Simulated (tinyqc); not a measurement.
RHF in the 6-311g basis, for H2, spin multiplicity 1, step by step. One step of it, computed by the program tinyqc.

Task: Iteration 1: diagonalisation and new density. Diagonalise F' = X^T F X, C = X C', fill 1 alpha and 1 beta electrons from the bottom; D = 2 C_occ C_occ^T. Each column has its largest component positive (the first on a tie).

Fock matrix F (hartree), order 1H 1s, 1H 2s, 1H 3s, 2H 1s, 2H 2s, 2H 3s:
```
[[0.457449, -0.377219, -0.359400, -0.332056, -0.364668, -0.313795],
 [-0.377219, -0.337119, -0.348877, -0.325114, -0.397698, -0.331079],
 [-0.359400, -0.348877, -0.240029, -0.285163, -0.332930, -0.219488],
 [-0.332056, -0.325114, -0.285163, 0.651962, -0.281134, -0.306962],
 [-0.364668, -0.397698, -0.332930, -0.281134, -0.288835, -0.291625],
 [-0.313795, -0.331079, -0.219488, -0.306962, -0.291625, -0.170228]]
```

X, order 1H 1s, 1H 2s, 1H 3s, 2H 1s, 2H 2s, 2H 3s:
```
[[1.375257, -0.751911, 0.217042, 0.000260, -0.006517, -0.036062],
 [-0.751911, 2.359204, -1.137454, -0.006517, -0.601058, 0.377596],
 [0.217042, -1.137454, 2.722611, -0.036062, 0.377596, -1.557089],
 [0.000260, -0.006517, -0.036062, 1.375257, -0.751911, 0.217042],
 [-0.006517, -0.601058, 0.377596, -0.751911, 2.359204, -1.137454],
 [-0.036062, 0.377596, -1.557089, 0.217042, -1.137454, 2.722611]]
```

Give: F' = X^T F X; orbital energies; coefficients C; D after iteration 1.

Result:

F' = X^T F X (hartree):
```
[[1.3624, -1.0211, 0.0660, -0.1977, -0.0827, -0.0906],
 [-1.0211, 0.7932, -0.3896, -0.0668, -0.2599, -0.0010],
 [0.0660, -0.3896, 0.1237, -0.0664, -0.0594, -0.0914],
 [-0.1977, -0.0668, -0.0664, 1.5710, -0.9883, 0.0603],
 [-0.0827, -0.2599, -0.0594, -0.9883, 0.7213, -0.2999],
 [-0.0906, -0.0010, -0.0914, 0.0603, -0.2999, 0.2471]]
```

orbital energies (hartree): [-0.4629, 0.1161, 0.2620, 0.4768, 2.0524, 2.3743]

coefficients C, order 1H 1s, 1H 2s, 1H 3s, 2H 1s, 2H 2s, 2H 3s:
```
[[0.1624, 0.0589, -0.1164, 0.1585, -1.2083, 0.9882],
 [0.3175, -0.0610, -0.8573, 1.4472, 1.4755, -1.6787],
 [0.4036, 2.0300, 0.7115, -2.1584, -0.7508, 1.1444],
 [0.0812, -0.1216, -0.0107, -0.0509, -0.9950, -1.2211],
 [0.4325, -0.2960, -0.4949, -1.7322, 0.9429, 1.8761],
 [-0.2173, -1.7311, 0.9420, 2.4173, -0.2526, -1.2179]]
```

D after iteration 1, order 1H 1s, 1H 2s, 1H 3s, 2H 1s, 2H 2s, 2H 3s:
```
[[0.0528, 0.1031, 0.1311, 0.0264, 0.1405, -0.0706],
 [0.1031, 0.2016, 0.2563, 0.0516, 0.2746, -0.1380],
 [0.1311, 0.2563, 0.3258, 0.0655, 0.3491, -0.1754],
 [0.0264, 0.0516, 0.0655, 0.0132, 0.0702, -0.0353],
 [0.1405, 0.2746, 0.3491, 0.0702, 0.3740, -0.1879],
 [-0.0706, -0.1380, -0.1754, -0.0353, -0.1879, 0.0944]]
```
